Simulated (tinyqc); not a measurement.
From one set of inputs to another, one input at a time: donor or exciton in a quantum well (variational effective-mass method). Computed by tinyqc, a small Python program. Command: `OMP_NUM_THREADS=1 python tinyqc.py 3030248 3030249 out.jsonl welldonor ladder`. One thread of a shared host (Intel(R) Xeon(R) Processor @ 2.30GHz), about 0.07 s of CPU time with the checks.

Electron and hole in their lowest subbands f(z) = cos(pi z/L); relative in-plane motion exp(-rho/lambda) (separable trial function), H = -nabla_rho^2 - 2/sqrt(rho^2 + (z_e - z_h)^2) in effective units. Mass and screening are the same in well and barrier; l = L/a* is the width in effective units. Bands are flat: no polarisation or applied field.

The inputs printed are set A. Inputs not listed in the table keep their values of set A, so the rows need not describe a real material.

Inputs (values chosen for the exercise, modelled on ZnO): electron mass m = 0.273 m_0; dielectric constant eps = 8.32; well width L = 1.5 nm; in-plane hole mass m_h = 0.248 m_0.

Centre: exciton. Barriers: infinite.

Constants: Ry = 13.605693123 eV; a_0 = 0.529177210903 angstrom.

Method:
- mu = m m_h/(m + m_h) takes the place of m; Ry* = Ry m/eps^2, a* = a_0 eps/m; l = L/a*.
- k = pi/l; f = cos(k z) inside and zero outside.
- Binding E_b(lambda) = -1/lambda^2 + (8/lambda^2) int_0^l P(z) g(z) dz, with P(z) = (2/l) [(1 - z/l)(1 + cos(2 pi z/l)/2) + (3/(4 pi)) sin(2 pi z/l)] the distribution of |z_e - z_h| and g(z) = int_z^infinity exp(-2 sqrt(r^2 - z^2)/lambda) dr = int_0^infinity exp(-2 rho/lambda) rho/sqrt(rho^2 + z^2) d rho; 40 Gauss-Legendre points in z and 40 in t with rho = lambda t/(1 - t).
- Golden-section search for the maximum over lambda from 0.3 to 4, 40 steps.

Each row keeps all changes above it:
```
input moved                    from      to  binding energy (meV)  radius lambda a* (nm)  binding in Ry*
set A                             -       -                 68.39                   2.42           2.678
well width L (nm)               1.5      40                 14.73                   7.45           0.577
in-plane hole mass m_h (m_0)  0.248   0.245                 14.70                   7.48           0.579
electron mass m (m_0)         0.273  0.0769                 10.76                  11.84           0.935
dielectric constant eps        8.32    14.9                  4.59                  16.94           1.279
```

Binding energy goes from 68.4 to 4.59, a factor 0.0671 in all. The largest single move comes from well width L (a factor 0.215). Radius lambda a* goes from 2.42 to 16.9, a factor 7.01 in all. The largest single move comes from well width L (a factor 3.08). Binding in Ry* goes from 2.68 to 1.28, a factor 0.478 in all. The largest single move comes from well width L (a factor 0.215), and electron mass m works against it (a factor 1.61). The single moves hold for this order of the switches; the total does not depend on the order.

Caution (rows set A): so narrow a well has large confinement energy, where non-parabolicity and barrier penetration matter. Caution (rows well width L, in-plane hole mass m_h, electron mass m, dielectric constant eps): beyond about two Bohr radii the separable trial function begins to underestimate the binding, and in still wider wells it drops below the bulk value instead of tending to it.

Extremes, crossings and ranges named in words are read from the listed rows.
